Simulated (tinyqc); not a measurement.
Self-heating of a transistor with one or more fingers, with temperature-dependent conductivity. Changing the pulse length. Computed by tinyqc, a small Python program. Command: `OMP_NUM_THREADS=1 python tinyqc.py 3008802 3008803 out.jsonl selfheat sweep`. One thread of a shared host (Intel(R) Xeon(R) Processor @ 2.30GHz), about 0.1 s of CPU time with the checks.

N long parallel fingers lie on the top face of a slab whose bottom is held at T_0; the top is otherwise insulated, and heat flows in two dimensions. P in W/mm is 1000 P in W/m.

Inputs (values chosen for the exercise, modelled on silicon): conductivity at the base temperature kappa_0 = 120 W/(m K); power per gate width P = 0.49 W/mm; fingers N = 2; finger pitch s = 14 micrometre; width of the heat source w = 1 micrometre; substrate thickness t = 91 micrometre; heat capacity C = 1.57 1e6 J/(m^3 K).

Power: fixed power.

Method:
- A line source of power P on the top face raises the top at distance x by (P/(pi kappa_0)) g(x), g(x) = -ln tanh(pi x/(4 t)) (the image sum for the slab). On a strip of width w the centre sees the mean of g over the strip, g_0 = 1 + ln(8 t/(pi w)) for w much below t.
- theta_i = (P/(pi kappa_0)) [g_0 + sum over j != i of g(|i - j| s)], with equal powers and constant conductivity; thermal resistance = largest theta/P.
- After switching on, theta(tau) = (P D/kappa_0) int_0^tau X(u) Z(u) du at the hottest finger, D = kappa_0/C; X = sum over fingers at distance x of [erf((x + w/2)/r) - erf((x - w/2)/r)]/(2 w), Z = sum_(j=-200..200) (-1)^j exp(-(2 j t/r)^2)/sqrt(pi D u), r = 2 sqrt(D u); trapezoid rule on 300 points evenly spaced in ln u from u_0 = 1e-3 min(tau, w^2/D) to tau, plus the exact piece 2 sqrt(u_0/(pi D))/w below u_0. Conductivity and power are held at their base values here, and Fourier's law is used even where the diffusion length is near a phonon free path.

One run for each value; columns: (1) pulse length (microsecond); (2) linear rise after the pulse (K); (3) share of the steady rise; (4) diffusion length sqrt(D tau) (micrometre):
```
(1)        (2)     (3)        (4)
0.003   1.8261  0.1641  4.789e-01
0.01    2.5693  0.2308  8.743e-01
0.06    3.7192  0.3341  2.141e+00
0.3     4.7893  0.4303  4.789e+00
1       5.8173  0.5226  8.743e+00
5       7.6314  0.6856  1.955e+01
20      9.3714  0.8419  3.910e+01
100    10.9610  0.9847  8.743e+01
500    11.1310  1.0000  1.955e+02
2000   11.1310  1.0000  3.910e+02
```

Describe and explain the trends.

Over the rows, linear rise after the pulse (K) rises from 1.83 to 11.1, flat over part of the range; share of the steady rise rises from 0.164 to 1.00, flat over part of the range; diffusion length sqrt(D tau) (micrometre) rises from 0.479 to 391 (exponent d ln y / d ln x about 0.50 throughout). Short pulses heat only the region within a diffusion length; the rise saturates when that length reaches the thickness, 91 micrometre.

Extremes, crossings and ranges named in words are read from the listed rows.
